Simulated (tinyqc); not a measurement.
## The Fermi level, mass and scattering length from S, n and sigma

Inverse problem. Bulk parabolic band, x = (E - Ec)/kB T, C = hbar^2/(2 m0), kB T in eV. Modes per area gv m kB T x/(4 pi C) times the back-scattering length l0 x^rr give the transport function s0 X(x), s0 = (2 q^2/h) gv m kB T l0/(4 pi C), X = x^(1 + rr). I_k = int X (x - eta)^k w dx, w = 1/(4 cosh^2((x - eta)/2)). sigma = s0 I_0, S = -(kB/q) I_1/I_0; n = 2 gv (m kB T/(4 pi C))^1.5 F(eta), F(y) = (2/sqrt(pi)) int_0^infinity sqrt(u)/(1 + exp(u - y)) du. Find eta, m and l0.

Values chosen for this exercise: temperature T = 300 K; valleys gv = 1; energy exponent of that length rr = 0.

Constants: q = 1.602176634e-19 C, kB = 1.380649e-23 J/K, hbar = 1.054571817e-34 J s, h = 6.62607015e-34 J s, m0 = 9.1093837015e-31 kg, Vt = kB T/q, hbar^2/(2 m0) = 0.0380998212 eV nm^2. Results are converted to the units shown.

S = -366.50855 uV/K
n = 2.2862719e18 cm^-3
sigma = 71.220480 S/cm

Answer. |S| falls steadily as eta rises and depends on nothing else, so it fixes eta; n then gives m, and sigma gives l0.

eta = -2.200
m = 0.9000 m0
l0 = 18.00 nm

Numbers from tinyqc (`OMP_NUM_THREADS=1 python tinyqc.py 2800009 2800010 out.jsonl`; about 0.07 s on one thread of a shared Intel Xeon 2.30GHz).
